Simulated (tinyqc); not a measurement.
## Transfer length from front and end resistance

Problem. A contact of length d and width W has Rc = (Rsh Lt/W) coth(d/Lt) and Re = (Rsh Lt/W)/sinh(d/Lt), with Rsh the sheet resistance under the metal and Lt = sqrt(rc/Rsh). Find Lt, Rsh and rc.

Values chosen for this exercise:
```
symbol,value,unit,meaning
d,1.2,um,contact length
W,2.3,um,contact width
```

Rc = 97.451358 ohm
Re = 5.9598241 ohm

Solution. Rc/Re = cosh(d/Lt) gives Lt, and Re then gives Rsh.

Lt = 0.344 um
Rsh = 650 ohm/sq
rc = 7.70e-7 ohm cm^2

tinyqc, about 0.01 s, one thread, Intel Xeon 2.30GHz (shared host): `OMP_NUM_THREADS=1 python tinyqc.py 2760084 2760085 out.jsonl`
